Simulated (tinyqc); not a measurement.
Floating body of a partially depleted SOI transistor: body voltage and kink: one step of the calculation.

Source at 0 V. Channel current Ic = 2 nf K Vt^2 [F(0) - F(Vd)](1 + la Vd), F(V) = ln^2(1 + exp((Vg - VT - nf V)/(2 nf Vt))), VT = VT0 - gb Vb. Saturation voltage Vs = 2 Vt sqrt(F(0)) + 3 Vt, excess Ve = (Vd - Vs + sqrt((Vd - Vs)^2 + 0.0004 V^2))/2, multiplication M1 = Ai Ve exp(-Bl/Ve). Each junction passes D(v) = J1 (exp(v/Vt) - 1) + J2 (exp(v/(2 Vt)) - 1). Bipolar current Ib = bb J1 (exp(Vb/Vt) - 1). The body settles where M1 (Ic + Ib) = D(Vb) + D(Vb - Vd) + Vb/Rb; drain current Id = (1 + M1)(Ic + Ib) - D(Vb - Vd).

Task. Drain current with floating and with grounded body. Id and VT at the converged Vb, Id at Vb = 0, their ratio, and the bipolar share Ib/(Ic + Ib).

Inputs (values chosen for the exercise); values of the order met in partially depleted silicon-on-insulator transistors:

| symbol | value | unit | meaning |
|---|---|---|---|
| T | 330 | K | temperature |
| VT0 | 0.42 | V | threshold at zero body voltage |
| gb | 0.27 |  | fall of the threshold per volt of body voltage |
| nf | 1.48 |  | slope factor |
| K | 270 | uA/(V^2 um) | gain factor per width |
| la | 0.08 | 1/V | channel-length modulation factor |
| Ai | 2.1 | 1/V | impact-ionisation prefactor |
| Bl | 6.2 | V | impact-ionisation voltage |
| J1 | 4.2e-12 | uA/um | diffusion saturation current of each junction |
| J2 | 3e-7 | uA/um | recombination saturation current of each junction |
| bb | 1 |  | gain of the lateral bipolar transistor on the diffusion current |
| Rb | 30000 | kohm um | resistance of a weak body tie to the source (1e9 stands for no tie, and the term is then dropped) |
| Vg | 0.47 | V | gate voltage |
| Vd | 1.3 | V | drain voltage |

Constants: q = 1.602176634e-19 C, kB = 1.380649e-23 J/K, Vt = kB T/q. Results are converted to the units shown.

converged Vb = 0.58439033 V

Give: VT; Id, floating; Id, grounded; ratio; bipolar share.

Result.

VT = 0.26221 V
Id, floating = 4.6742 uA/um
Id, grounded = 0.77096 uA/um
ratio = 6.0628
bipolar share = 0.076092 %

The body rises to 0.584 V and lowers the threshold by 158 mV.

Range of the model: The multiplication law is an empirical form chosen for the exercise; self-heating and capacitive coupling to the body are left out, and the linear laws are rough once Vb passes about 0.7 V or M1 about 0.1.

tinyqc, about 0.2 s, one thread, Intel Xeon 2.30GHz (shared host): `OMP_NUM_THREADS=1 python tinyqc.py 2182096 2182097 out.jsonl`
